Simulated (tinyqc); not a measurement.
Inside a calculation. Method: G0W0 on RHF in the sto-3g basis, for H6, spin multiplicity 1. One step of it, computed by the program tinyqc.

Question. Screening: direct RPA. With D = e_a - e_i and K = (ia|jb): diagonalise D^(1/2) (D + 4K) D^(1/2) = Z w^2 Z^T; X + Y = D^(1/2) Z w^(-1/2), each column of Z with its largest component positive (the first on a tie); E_c = (sum w - tr (D + 2K)) / 2.

orbital energies (hartree): MO1 -0.632269, MO2 -0.555498, MO3 -0.458949, MO4 0.394648, MO5 0.638511, MO6 0.927195

Two-electron integrals over orbitals (pq|rs), unique and non-zero (hartree):
```
(11|11) 0.397100    (21|21) 0.128580    (22|11) 0.312955    (22|22) 0.384804
(31|11) 0.080167    (31|22) -0.065751   (31|31) 0.137538    (32|21) -0.129487
(32|32) 0.144942    (33|11) 0.379163    (33|22) 0.330572    (33|31) 0.050128
(33|33) 0.379474    (41|21) 0.030030    (41|32) 0.001362    (41|41) 0.079643
(42|11) 0.046021    (42|22) -0.006303   (42|31) 0.043533    (42|33) 0.015347
(42|42) 0.064252    (43|21) 0.051876    (43|32) -0.050253   (43|41) 0.016720
(43|43) 0.069416    (44|11) 0.374721    (44|22) 0.327986    (44|31) 0.045431
(44|33) 0.366963    (44|42) 0.021988    (44|44) 0.379484    (51|11) 0.008778
(51|22) 0.022304    (51|31) -0.018135   (51|33) -0.006955   (51|42) 0.041463
(51|44) 0.000700    (51|51) 0.046691    (52|21) 0.015517    (52|32) 0.005804
(52|41) 0.055048    (52|43) -0.039737   (52|52) 0.089803    (53|11) -0.054723
(53|22) -0.000091   (53|31) -0.047497   (53|33) -0.028434   (53|42) -0.062066
(53|44) -0.024141   (53|51) -0.037945   (53|53) 0.065948    (54|21) 0.128169
(54|32) -0.138691   (54|41) 0.005344    (54|43) 0.051568    (54|52) -0.004537
(54|54) 0.148065    (55|11) 0.323917    (55|22) 0.386028    (55|31) -0.056824
(55|33) 0.338760    (55|42) -0.002481   (55|44) 0.346713    (55|51) 0.022972
(55|53) -0.001619   (55|55) 0.408008    (61|21) 0.002198    (61|32) 0.009906
(61|41) 0.028541    (61|43) 0.054315    (61|52) -0.032639   (61|54) -0.007391
(61|61) 0.066461    (62|11) -0.015587   (62|22) -0.028102   (62|31) 0.015643
(62|33) -0.003836   (62|42) -0.039349   (62|44) -0.001846   (62|51) -0.043914
(62|53) 0.041118    (62|55) -0.027192   (62|62) 0.045786    (63|21) 0.034697
(63|32) -0.006825   (63|41) 0.077809    (63|43) 0.019175    (63|52) 0.055443
(63|54) 0.005926    (63|61) 0.028783    (63|63) 0.082949    (64|11) 0.081349
(64|22) -0.058568   (64|31) 0.131480    (64|33) 0.050867    (64|42) 0.045485
(64|44) 0.050276    (64|51) -0.015134   (64|53) -0.048103   (64|55) -0.060365
(64|62) 0.014488    (64|64) 0.140711    (65|21) -0.130743   (65|32) 0.132424
(65|41) -0.031858   (65|43) -0.054912   (65|52) -0.016414   (65|54) -0.138104
(65|61) -0.003637   (65|63) -0.038514   (65|65) 0.145190    (66|11) 0.420796
(66|22) 0.330976    (66|31) 0.086379    (66|33) 0.403077    (66|42) 0.051561
(66|44) 0.407859    (66|51) 0.010721    (66|53) -0.061323   (66|55) 0.352195
(66|62) -0.018058   (66|64) 0.093867    (66|66) 0.468681
```

Give: D^(1/2) (D + 4K) D^(1/2); excitation energies w; X + Y; RPA correlation energy.

Answer.

D^(1/2) (D + 4K) D^(1/2) (hartree^2), lower triangle:
```
        1>4      1>5      1>6      2>4      2>5     2>6     3>4     3>5
1>4  1.3817
1>5  0.0000   1.8522
1>6  0.1445   0.0000   2.8465
2>4  0.0000   0.1822   0.0000   1.1470
2>5  0.2438   0.0000  -0.1781   0.0000   1.8546
2>6  0.0000  -0.2411   0.0000  -0.1868   0.0000  2.4699
3>4  0.0626   0.0000   0.2507   0.0000  -0.1605  0.0000  0.9656
3>5  0.0000  -0.1792   0.0000  -0.2535   0.0000  0.2098  0.0000  1.4939
3>6  0.3713   0.0000   0.1693   0.0000   0.2853  0.0000  0.0834  0.0000

        3>6
3>6  2.3813
```

excitation energies w (hartree): 0.9460  1.0016  1.1048  1.2097  1.3101  1.3517  1.6168  1.6338  1.7274

X + Y:
```
           1        2        3        4        5        6        7        8
1>4  -0.1723   0.0000   0.8859   0.0000   0.1282   0.0000   0.2258   0.0000
1>5   0.0000  -0.1070   0.0000   0.4656   0.0000   0.7858   0.0000  -0.3153
1>6  -0.1150   0.0000  -0.1324   0.0000   0.2350   0.0000  -0.3230   0.0000
2>4   0.0000   0.8804   0.0000  -0.2869   0.0000   0.1697   0.0000  -0.1469
2>5   0.2226   0.0000  -0.2416   0.0000   0.7916   0.0000   0.4011   0.0000
2>6   0.0000   0.0488   0.0000  -0.1355   0.0000   0.4825   0.0000   0.8366
3>4   0.9130   0.0000   0.1633   0.0000  -0.1177   0.0000  -0.0333   0.0000
3>5   0.0000   0.4345   0.0000   0.7819   0.0000  -0.2703   0.0000   0.2072
3>6  -0.0490   0.0000  -0.2621   0.0000  -0.4867   0.0000   0.7122   0.0000

           9
1>4   0.1269
1>5   0.0000
1>6   0.8630
2>4   0.0000
2>5  -0.0304
2>6   0.0000
3>4   0.0953
3>5   0.0000
3>6   0.3207
```

RPA correlation energy = -0.070616 hartree
